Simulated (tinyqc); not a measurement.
UHF in the sto-3g basis, for BeH2, spin multiplicity 1, step by step (part 2 of 2). Computed by tinyqc, a small Python program that keeps every step (integrals from PySCF). Command: `OMP_NUM_THREADS=1 python tinyqc.py 27007 27008 out.jsonl` (the two numbers bound the seeds that draw the settings). One thread of a shared host (Intel(R) Xeon(R) Processor @ 2.60GHz), about 0.1 s of CPU time with the checks.

Geometry (angstrom):
```
atom       x        y       z
Be    0.0000   0.0000  0.0000
H     0.0000   1.4750  0.0000
H     0.0000  -1.4750  0.0000
```

## Iteration 2: DIIS over 2 matrices

error matrix X^T (FDS - SDF) X (alpha):
```
         1        2        3        4        5        6       7
1   0.0000   0.0000   0.0000   0.0000   0.0000   0.0000  0.2580
2   0.0000   0.0000  -0.1035  -0.0109   0.0144   0.1204  0.0000
3   0.0000   0.1035   0.0000  -0.0018   0.0024   0.0091  0.0000
4   0.0000   0.0109   0.0018   0.0000   0.0000  -0.0278  0.0000
5   0.0000  -0.0144  -0.0024   0.0000   0.0000   0.0368  0.0000
6   0.0000  -0.1204  -0.0091   0.0278  -0.0368   0.0000  0.0000
7  -0.2580   0.0000   0.0000   0.0000   0.0000   0.0000  0.0000
```

B (overlaps of the stored error matrices):
```
               1              2
1  8.8249504e-01  5.7619215e-01
2  5.7619215e-01  3.7726061e-01
```

Minimise |sum c_i e_i|^2 with sum c_i = 1: solve [B -1; -1 0][c; lambda] = [0; -1] with B_ij = tr e_i^T e_j summed over both spins, and take F = sum c_i F_i.

DIIS coefficients: -1.8527  2.8527

extrapolated F(alpha) (hartree):
```
          1Be 1s   1Be 2s  1Be 2px  1Be 2py  1Be 2pz    2H 1s    3H 1s
1Be 1s   -4.5719  -1.3000  -0.0010   0.0000   0.0013  -0.2654  -0.2654
1Be 2s   -1.3000  -0.6259   0.0256   0.0000  -0.0338  -0.3817  -0.3817
1Be 2px  -0.0010   0.0256   0.1958   0.0000   0.0016   0.0160   0.0160
1Be 2py   0.0000   0.0000   0.0000  -0.1955   0.0000  -0.3344   0.3344
1Be 2pz   0.0013  -0.0338   0.0016   0.0000   0.1949  -0.0211  -0.0211
2H 1s    -0.2654  -0.3817   0.0160  -0.3344  -0.0211  -0.2810  -0.0220
3H 1s    -0.2654  -0.3817   0.0160   0.3344  -0.0211  -0.0220  -0.2810
```

extrapolated F(beta) (hartree):
```
          1Be 1s   1Be 2s  1Be 2px  1Be 2py  1Be 2pz    2H 1s    3H 1s
1Be 1s   -4.5719  -1.3000   0.0010   0.0000  -0.0013  -0.2654  -0.2654
1Be 2s   -1.3000  -0.6259  -0.0256   0.0000   0.0338  -0.3817  -0.3817
1Be 2px   0.0010  -0.0256   0.1958   0.0000   0.0016  -0.0160  -0.0160
1Be 2py   0.0000   0.0000   0.0000  -0.1955   0.0000  -0.3344   0.3344
1Be 2pz  -0.0013   0.0338   0.0016   0.0000   0.1949   0.0211   0.0211
2H 1s    -0.2654  -0.3817  -0.0160  -0.3344   0.0211  -0.2810  -0.0220
3H 1s    -0.2654  -0.3817  -0.0160   0.3344   0.0211  -0.0220  -0.2810
```

## Iteration 2: diagonalisation and new density

X:
```
               1        2        3       4       5       6        7
1Be 1s    0.0000  -0.3718   0.9359  0.0000  0.0000  0.2605   0.0000
1Be 2s    0.0000   1.1428  -0.0671  0.0000  0.0000  0.5307   0.0000
1Be 2px   0.0000   0.0000   0.0000  1.0000  0.0000  0.0000   0.0000
1Be 2py   1.2734   0.0000   0.0000  0.0000  0.0000  0.0000   0.5502
1Be 2pz   0.0000   0.0000   0.0000  0.0000  1.0000  0.0000   0.0000
2H 1s    -0.9138  -0.7211  -0.2945  0.0000  0.0000  0.3534   0.3834
3H 1s     0.9138  -0.7211  -0.2945  0.0000  0.0000  0.3534  -0.3834
```

D(alpha) after iteration 1:
```
          1Be 1s   1Be 2s  1Be 2px  1Be 2py  1Be 2pz    2H 1s    3H 1s
1Be 1s    1.0519  -0.1856   0.0234   0.0000  -0.0310  -0.0463  -0.0463
1Be 2s   -0.1856   0.6731  -0.0846   0.0000   0.1118   0.1477   0.1477
1Be 2px   0.0234  -0.0846   0.0106   0.0000  -0.0141  -0.0183  -0.0183
1Be 2py   0.0000   0.0000   0.0000   0.7119   0.0000   0.0908  -0.0908
1Be 2pz  -0.0310   0.1118  -0.0141   0.0000   0.0186   0.0242   0.0242
2H 1s    -0.0463   0.1477  -0.0183   0.0908   0.0242   0.1117  -0.0024
3H 1s    -0.0463   0.1477  -0.0183  -0.0908   0.0242  -0.0024   0.1117
```

D(beta) after iteration 1:
```
          1Be 1s   1Be 2s  1Be 2px  1Be 2py  1Be 2pz    2H 1s    3H 1s
1Be 1s    1.0519  -0.1856  -0.0234   0.0000   0.0310  -0.0463  -0.0463
1Be 2s   -0.1856   0.6731   0.0846   0.0000  -0.1118   0.1477   0.1477
1Be 2px  -0.0234   0.0846   0.0106   0.0000  -0.0141   0.0183   0.0183
1Be 2py   0.0000   0.0000   0.0000   0.7119   0.0000   0.0908  -0.0908
1Be 2pz   0.0310  -0.1118  -0.0141   0.0000   0.0186  -0.0242  -0.0242
2H 1s    -0.0463   0.1477   0.0183   0.0908  -0.0242   0.1117  -0.0024
3H 1s    -0.0463   0.1477   0.0183  -0.0908  -0.0242  -0.0024   0.1117
```

overlap S:
```
         1Be 1s  1Be 2s  1Be 2px  1Be 2py  1Be 2pz   2H 1s    3H 1s
1Be 1s   1.0000  0.2595   0.0000   0.0000   0.0000  0.0516   0.0516
1Be 2s   0.2595  1.0000   0.0000   0.0000   0.0000  0.4065   0.4065
1Be 2px  0.0000  0.0000   1.0000   0.0000   0.0000  0.0000   0.0000
1Be 2py  0.0000  0.0000   0.0000   1.0000   0.0000  0.4851  -0.4851
1Be 2pz  0.0000  0.0000   0.0000   0.0000   1.0000  0.0000   0.0000
2H 1s    0.0516  0.4065   0.0000   0.4851   0.0000  1.0000   0.0203
3H 1s    0.0516  0.4065   0.0000  -0.4851   0.0000  0.0203   1.0000
```

A level shift of 0.2 hartree raises the virtual space: F + shift (S - S D(s) S), with D(s) the density of one spin. Diagonalise F' = X^T F X, C = X C', fill 3 alpha and 3 beta electrons from the bottom; D(s) = C_occ C_occ^T; the new density keeps 0.5 of the old one (damping). Each column has its largest component positive (the first on a tie).

F' = X^T F X (alpha) (hartree):
```
        1        2        3        4        5        6        7
1  0.9898   0.0000   0.0000   0.0000   0.0000   0.0000   0.0120
2  0.0000   0.4891   0.6537   0.0129  -0.0170   0.2043   0.0000
3  0.0000   0.6537  -3.6195  -0.0193   0.0255  -1.6634   0.0000
4  0.0000   0.0129  -0.0193   0.3937   0.0044   0.0419   0.0000
5  0.0000  -0.0170   0.0255   0.0044   0.3912  -0.0553   0.0000
6  0.0000   0.2043  -1.6634   0.0419  -0.0553  -1.2897   0.0000
7  0.0120   0.0000   0.0000   0.0000   0.0000   0.0000  -0.4004
```

orbital energies (alpha) (hartree): MO1 -4.5752, MO2 -0.4452, MO3 -0.4005, MO4 0.3944, MO5 0.3970, MO6 0.5937, MO7 0.9899

coefficients C (alpha):
```
             MO1      MO2      MO3      MO4     MO5      MO6      MO7
1Be 1s    0.9920  -0.2236   0.0000   0.0071  0.0000  -0.2190   0.0000
1Be 2s    0.0310   0.6320   0.0000   0.0094  0.0000   1.0917   0.0000
1Be 2px  -0.0001  -0.0565   0.0000  -0.5995  0.7974   0.0379   0.0000
1Be 2py   0.0000   0.0000   0.5393   0.0000  0.0000   0.0000   1.2781
1Be 2pz   0.0001   0.0747   0.0000   0.7924  0.6034  -0.0501   0.0000
2H 1s    -0.0037   0.3589   0.3912  -0.0826  0.0000  -0.7719  -0.9105
3H 1s    -0.0037   0.3589  -0.3912  -0.0826  0.0000  -0.7719   0.9105
```

F' = X^T F X (beta) (hartree):
```
        1        2        3        4        5        6        7
1  0.9898   0.0000   0.0000   0.0000   0.0000   0.0000   0.0120
2  0.0000   0.4891   0.6537  -0.0129   0.0170   0.2043   0.0000
3  0.0000   0.6537  -3.6195   0.0193  -0.0255  -1.6634   0.0000
4  0.0000  -0.0129   0.0193   0.3937   0.0044  -0.0419   0.0000
5  0.0000   0.0170  -0.0255   0.0044   0.3912   0.0553   0.0000
6  0.0000   0.2043  -1.6634  -0.0419   0.0553  -1.2897   0.0000
7  0.0120   0.0000   0.0000   0.0000   0.0000   0.0000  -0.4004
```

orbital energies (beta) (hartree): MO1 -4.5752, MO2 -0.4452, MO3 -0.4005, MO4 0.3944, MO5 0.3970, MO6 0.5937, MO7 0.9899

coefficients C (beta):
```
             MO1      MO2      MO3      MO4     MO5      MO6      MO7
1Be 1s    0.9920  -0.2236   0.0000  -0.0071  0.0000  -0.2190   0.0000
1Be 2s    0.0310   0.6320   0.0000  -0.0094  0.0000   1.0917   0.0000
1Be 2px   0.0001   0.0565   0.0000  -0.5995  0.7974  -0.0379   0.0000
1Be 2py   0.0000   0.0000   0.5393   0.0000  0.0000   0.0000   1.2781
1Be 2pz  -0.0001  -0.0747   0.0000   0.7924  0.6034   0.0501   0.0000
2H 1s    -0.0037   0.3589   0.3912   0.0826  0.0000  -0.7719  -0.9105
3H 1s    -0.0037   0.3589  -0.3912   0.0826  0.0000  -0.7719   0.9105
```

D(alpha) after iteration 2:
```
          1Be 1s   1Be 2s  1Be 2px  1Be 2py  1Be 2pz    2H 1s    3H 1s
1Be 1s    1.0429  -0.1480   0.0180   0.0000  -0.0238  -0.0651  -0.0651
1Be 2s   -0.1480   0.5367  -0.0601   0.0000   0.0795   0.1872   0.1872
1Be 2px   0.0180  -0.0601   0.0069   0.0000  -0.0091  -0.0193  -0.0193
1Be 2py   0.0000   0.0000   0.0000   0.5014   0.0000   0.1509  -0.1509
1Be 2pz  -0.0238   0.0795  -0.0091   0.0000   0.0121   0.0255   0.0255
2H 1s    -0.0651   0.1872  -0.0193   0.1509   0.0255   0.1968  -0.0133
3H 1s    -0.0651   0.1872  -0.0193  -0.1509   0.0255  -0.0133   0.1968
```

D(beta) after iteration 2:
```
          1Be 1s   1Be 2s  1Be 2px  1Be 2py  1Be 2pz    2H 1s    3H 1s
1Be 1s    1.0429  -0.1480  -0.0180   0.0000   0.0238  -0.0651  -0.0651
1Be 2s   -0.1480   0.5367   0.0601   0.0000  -0.0795   0.1872   0.1872
1Be 2px  -0.0180   0.0601   0.0069   0.0000  -0.0091   0.0193   0.0193
1Be 2py   0.0000   0.0000   0.0000   0.5014   0.0000   0.1509  -0.1509
1Be 2pz   0.0238  -0.0795  -0.0091   0.0000   0.0121  -0.0255  -0.0255
2H 1s    -0.0651   0.1872   0.0193   0.1509  -0.0255   0.1968  -0.0133
3H 1s    -0.0651   0.1872   0.0193  -0.1509  -0.0255  -0.0133   0.1968
```

## Iteration 31 (converged): orbitals

converged F(alpha) (hartree):
```
          1Be 1s   1Be 2s  1Be 2px  1Be 2py  1Be 2pz    2H 1s    3H 1s
1Be 1s   -4.5241  -1.2888   0.0000   0.0000   0.0000  -0.2647  -0.2647
1Be 2s   -1.2888  -0.6082   0.0000   0.0000   0.0000  -0.3678  -0.3678
1Be 2px   0.0000   0.0000   0.2138   0.0000   0.0000   0.0000   0.0000
1Be 2py   0.0000   0.0000   0.0000  -0.1811   0.0000  -0.3159   0.3159
1Be 2pz   0.0000   0.0000   0.0000   0.0000   0.2138   0.0000   0.0000
2H 1s    -0.2647  -0.3678   0.0000  -0.3159   0.0000  -0.2615  -0.0256
3H 1s    -0.2647  -0.3678   0.0000   0.3159   0.0000  -0.0256  -0.2615
```

converged F(beta) (hartree):
```
          1Be 1s   1Be 2s  1Be 2px  1Be 2py  1Be 2pz    2H 1s    3H 1s
1Be 1s   -4.5241  -1.2888   0.0000   0.0000   0.0000  -0.2647  -0.2647
1Be 2s   -1.2888  -0.6082   0.0000   0.0000   0.0000  -0.3678  -0.3678
1Be 2px   0.0000   0.0000   0.2138   0.0000   0.0000   0.0000   0.0000
1Be 2py   0.0000   0.0000   0.0000  -0.1811   0.0000  -0.3159   0.3159
1Be 2pz   0.0000   0.0000   0.0000   0.0000   0.2138   0.0000   0.0000
2H 1s    -0.2647  -0.3678   0.0000  -0.3159   0.0000  -0.2615  -0.0256
3H 1s    -0.2647  -0.3678   0.0000   0.3159   0.0000  -0.0256  -0.2615
```

Diagonalise F' = X^T F X, C = X C', fill 3 alpha and 3 beta electrons from the bottom; D(s) = C_occ C_occ^T. Each column has its largest component positive (the first on a tie).

F' = X^T F X (alpha) (hartree):
```
        1       2        3       4       5        6        7
1  0.7828  0.0000   0.0000  0.0000  0.0000   0.0000   0.0477
2  0.0000  0.3052   0.5995  0.0000  0.0000   0.2396   0.0000
3  0.0000  0.5995  -3.5905  0.0000  0.0000  -1.6410   0.0000
4  0.0000  0.0000   0.0000  0.2138  0.0000   0.0000   0.0000
5  0.0000  0.0000   0.0000  0.0000  0.2138   0.0000   0.0000
6  0.0000  0.2396  -1.6410  0.0000  0.0000  -1.2795   0.0000
7  0.0477  0.0000   0.0000  0.0000  0.0000   0.0000  -0.3907
```

orbital energies (alpha) (hartree): MO1 -4.5275, MO2 -0.4328, MO3 -0.3926, MO4 0.2138, MO5 0.2138, MO6 0.3954, MO7 0.7847

coefficients C (alpha):
```
             MO1      MO2      MO3      MO4     MO5      MO6      MO7
1Be 1s    0.9918  -0.2158   0.0000   0.0000  0.0000  -0.2275   0.0000
1Be 2s    0.0315   0.5887   0.0000   0.0000  0.0000   1.1156   0.0000
1Be 2px   0.0000   0.0000   0.0000  -0.6034  0.7974   0.0000   0.0000
1Be 2py   0.0000   0.0000   0.4982   0.0000  0.0000   0.0000   1.2946
1Be 2pz   0.0000   0.0000   0.0000   0.7974  0.6034   0.0000   0.0000
2H 1s    -0.0036   0.3926   0.4201   0.0000  0.0000  -0.7599  -0.8975
3H 1s    -0.0036   0.3926  -0.4201   0.0000  0.0000  -0.7599   0.8975
```

F' = X^T F X (beta) (hartree):
```
        1       2        3       4       5        6        7
1  0.7828  0.0000   0.0000  0.0000  0.0000   0.0000   0.0477
2  0.0000  0.3052   0.5995  0.0000  0.0000   0.2396   0.0000
3  0.0000  0.5995  -3.5905  0.0000  0.0000  -1.6410   0.0000
4  0.0000  0.0000   0.0000  0.2138  0.0000   0.0000   0.0000
5  0.0000  0.0000   0.0000  0.0000  0.2138   0.0000   0.0000
6  0.0000  0.2396  -1.6410  0.0000  0.0000  -1.2795   0.0000
7  0.0477  0.0000   0.0000  0.0000  0.0000   0.0000  -0.3907
```

orbital energies (beta) (hartree): MO1 -4.5275, MO2 -0.4328, MO3 -0.3926, MO4 0.2138, MO5 0.2138, MO6 0.3954, MO7 0.7847

coefficients C (beta):
```
             MO1      MO2      MO3      MO4     MO5      MO6      MO7
1Be 1s    0.9918  -0.2158   0.0000   0.0000  0.0000  -0.2275   0.0000
1Be 2s    0.0315   0.5887   0.0000   0.0000  0.0000   1.1156   0.0000
1Be 2px   0.0000   0.0000   0.0000  -0.6034  0.7974   0.0000   0.0000
1Be 2py   0.0000   0.0000   0.4982   0.0000  0.0000   0.0000   1.2946
1Be 2pz   0.0000   0.0000   0.0000   0.7974  0.6034   0.0000   0.0000
2H 1s    -0.0036   0.3926   0.4201   0.0000  0.0000  -0.7599  -0.8975
3H 1s    -0.0036   0.3926  -0.4201   0.0000  0.0000  -0.7599   0.8975
```

D(alpha) after iteration 31:
```
          1Be 1s   1Be 2s  1Be 2px  1Be 2py  1Be 2pz    2H 1s    3H 1s
1Be 1s    1.0302  -0.0957   0.0000   0.0000   0.0000  -0.0883  -0.0883
1Be 2s   -0.0957   0.3475   0.0000   0.0000   0.0000   0.2310   0.2310
1Be 2px   0.0000   0.0000   0.0000   0.0000   0.0000   0.0000   0.0000
1Be 2py   0.0000   0.0000   0.0000   0.2482   0.0000   0.2093  -0.2093
1Be 2pz   0.0000   0.0000   0.0000   0.0000   0.0000   0.0000   0.0000
2H 1s    -0.0883   0.2310   0.0000   0.2093   0.0000   0.3306  -0.0223
3H 1s    -0.0883   0.2310   0.0000  -0.2093   0.0000  -0.0223   0.3306
```

D(beta) after iteration 31:
```
          1Be 1s   1Be 2s  1Be 2px  1Be 2py  1Be 2pz    2H 1s    3H 1s
1Be 1s    1.0302  -0.0957   0.0000   0.0000   0.0000  -0.0883  -0.0883
1Be 2s   -0.0957   0.3475   0.0000   0.0000   0.0000   0.2310   0.2310
1Be 2px   0.0000   0.0000   0.0000   0.0000   0.0000   0.0000   0.0000
1Be 2py   0.0000   0.0000   0.0000   0.2482   0.0000   0.2093  -0.2093
1Be 2pz   0.0000   0.0000   0.0000   0.0000   0.0000   0.0000   0.0000
2H 1s    -0.0883   0.2310   0.0000   0.2093   0.0000   0.3306  -0.0223
3H 1s    -0.0883   0.2310   0.0000  -0.2093   0.0000  -0.0223   0.3306
```

Within a degenerate level the vectors are fixed only up to a rotation; this is one choice.

## Convergence

Stop when the energy changes by less than 1e-09 hartree and every element of the error matrix X^T (F D S - S D F) X (for each spin) is below 9e-06.

Course of the cycle:
```
iteration  E (hartree)     change  largest element of the error matrix
1           -14.900193          -                             3.98e-01
2           -15.184450  -2.84e-01                             2.58e-01
3           -15.350810  -1.66e-01                             1.51e-01
4           -15.440291  -8.95e-02                             8.72e-02
5           -15.487291  -4.70e-02                             5.06e-02
6           -15.511993  -2.47e-02                             2.91e-02
7           -15.524809  -1.28e-02                             1.67e-02
8           -15.531386  -6.58e-03                             9.62e-03
9           -15.534730  -3.34e-03                             5.52e-03
10          -15.536420  -1.69e-03                             3.15e-03
11          -15.537271  -8.51e-04                             1.81e-03
12          -15.537699  -4.28e-04                             1.05e-03
13          -15.537915  -2.15e-04                             6.02e-04
14          -15.538023  -1.08e-04                             3.44e-04
...                ...        ...                                  ...
18          -15.538125  -6.84e-06                             3.78e-05
19          -15.538128  -3.42e-06                             2.20e-05
20          -15.538130  -1.71e-06                             1.31e-05
21          -15.538131  -8.57e-07                             7.86e-06
22          -15.538131  -4.29e-07                             4.72e-06
23          -15.538132  -2.15e-07                             2.82e-06
24          -15.538132  -1.07e-07                             1.68e-06
25          -15.538132  -5.37e-08                             9.92e-07
26          -15.538132  -2.69e-08                             5.87e-07
27          -15.538132  -1.34e-08                             3.49e-07
28          -15.538132  -6.71e-09                             2.12e-07
29          -15.538132  -3.36e-09                             1.31e-07
30          -15.538132  -1.68e-09                             8.06e-08
31          -15.538132  -8.40e-10                             5.02e-08
```

PySCF UHF in the same basis, after a stability check = -15.538132 hartree

Converged in 31 iterations.

## Populations, bond orders and dipole

Mulliken: Z minus the diagonal of D S on the atom; Loewdin: the same with S^(1/2) D S^(1/2); Mayer order: 2 sum_s sum (D(s) S)_ij (D(s) S)_ji over the two atoms.

Charges (e):
```
atom  Mulliken  Loewdin  Mulliken spin
1Be     0.0841   0.0706              0
2H     -0.0421  -0.0353              0
3H     -0.0421  -0.0353              0
```

Mayer bond orders:
```
pair   order
2-1   0.9951
3-1   0.9951
3-2   0.0031
```

dipole moment about the origin, x y z (debye): 0.0000  0.0000  0.0000

<S^2> of the determinant (pure state: 0) = 0.0000
